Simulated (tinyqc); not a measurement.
Bandgap voltage reference from two bipolar transistors: two steps of the calculation.

Two transistors of area 1 and N carry the same current I. Is(T) = Is (T/T0)^eta exp[(Vg0 q/kB)(1/T0 - 1/T)], VBE1 = Vt ln(I/Is(T)) + I rb, VBE2 = Vt ln(I/(N Is(T))) + I rb/N. The amplifier forces I R1(T) = VBE1 - VBE2 + Vos, with R(T) = R (1 + tc (T - T0)) for both resistors, and the output is Vref = VBE1 + I R2(T). Base currents and the Early effect are neglected.

Values chosen for this exercise; values of the order met in silicon bipolar transistors: reference temperature T0 = 300 K; band-gap voltage extrapolated to 0 K Vg0 = 1.154 V; temperature exponent of the saturation current eta = 3.4; saturation current of the unit transistor at T0 Is = 1.3e-16 A; area ratio of the second transistor N = 4; resistor across which the difference of VBE falls, at T0 R1 = 13 kohm; temperature coefficient of both resistors tc = 0 ppm/K; offset of the amplifier Vos = 0 mV; series resistance of the unit transistor rb = 11 ohm; output resistor at T0 R2 = 214.7 kohm.

Constants: q = 1.602176634e-19 C, kB = 1.380649e-23 J/K. Results are converted to the units shown.

Problem 1. Operating point at the reference temperature. Vt = kB T/q; I = (Vt ln N + Vos)/(R1(T) - rb (1 - 1/N)). Evaluate at T = T0.

Wanted: Vt; I; Is(T); VBE1; I R2; Vref.

Solution 1.

Vt = 0.02585 V
I = 2.759 uA
Is(T) = 1.300e-16 A
VBE1 = 0.6147 V
I R2 = 0.5923 V
Vref = 1.207 V

Problem 2. Resistor for zero slope at T0, ideal case. With tc = 0, Vos = 0 and rb = 0 the current is proportional to T, dVBE/dT = (VBE - Vg0 - (eta - 1) Vt)/T, and Vref has zero slope at T0 when Vref = Vg0 + (eta - 1) Vt0. Find VBE1, its slope, that Vref, R2/R1 and the curvature d2Vref/dT2 = -(eta - 1) kB/(q T0).

Give: VBE1; dVBE/dT; Vref; R2/R1; curvature.

Solution 2.

VBE1 = 0.6147 V
dVBE/dT = -2.004 mV/K
Vref = 1.216 V
R2/R1 = 16.78
curvature = -0.6894 uV/K^2

Computed by the program tinyqc: `OMP_NUM_THREADS=1 python tinyqc.py 2062083 2062084 out.jsonl`, one thread of a shared Intel Xeon 2.30GHz, about 0.02 s for the whole run.
